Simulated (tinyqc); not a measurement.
The flat edge band: zigzag graphene nanoribbon in tight binding.

A zigzag ribbon of N chains, sites A1, B1, A2, ..., BN across it. For each k it is a chain with bonds -2t cos(k/2) (A_n to B_n) and -t (B_n to A_(n+1)), and +D, -D on A and B. A1 and BN are the edge sites; the Dirac points project to k = 2 pi/3.

Values chosen for the exercise (out of a larger set: near those used for graphene; not measured data):
```
symbol  value  unit  meaning
t       2.97   eV    hopping
D       0      eV    sublattice potential, +D on A and -D on B
Nw      13           chains, N of this table
```

A ribbon of N = Nw chains: lowest positive level, next level, and weight on the two edge sites per state of the middle pair, along k.

Along k:
```
k/pi  2 cos(k/2)  lowest level (eV)  next (eV)  edge weight
0.50      1.4142            1.40837     1.8689        0.042
0.60      1.1756            0.76038     1.3193        0.075
0.65      1.0450            0.44243     1.0894        0.121
0.70      0.9080            0.17961     0.9638        0.228
0.75      0.7654            0.03822     1.0339        0.417
0.80      0.6180            0.00352     1.2987        0.618
0.85      0.4669            0.00012     1.6673        0.782
0.90      0.3129            0.00000     2.0825        0.902
1.00      0.0000            0.00000     2.9700        1.000
```

Give the missing row, k/pi = 0.95, 2 cos(k/2) = 0.1569.

Computed row:
```
k/pi  2 cos(k/2)  lowest level (eV)  next (eV)  edge weight
0.95      0.1569            0.00000     2.5204        0.975
```

Beyond k = 2 pi/3 the lowest level sinks towards zero: it is within 1 meV of that from k/pi = 0.85 on. The edge weight grows from 0.23 at 0.70 to 1 at pi, where the chain breaks into dimers and the next level is sqrt(t^2 + D^2) = 2.9700 eV. So flat a band is sensitive to interactions, which this model leaves out; they matter once they exceed the splitting of the middle pair (2D, or for D = 0 only the small overlap of the two edges).

Program tinyqc; command `OMP_NUM_THREADS=1 python tinyqc.py 1452130 1452131 out.jsonl`; about 0.01 s on one thread of a shared Intel(R) Xeon(R) Processor @ 2.30GHz.
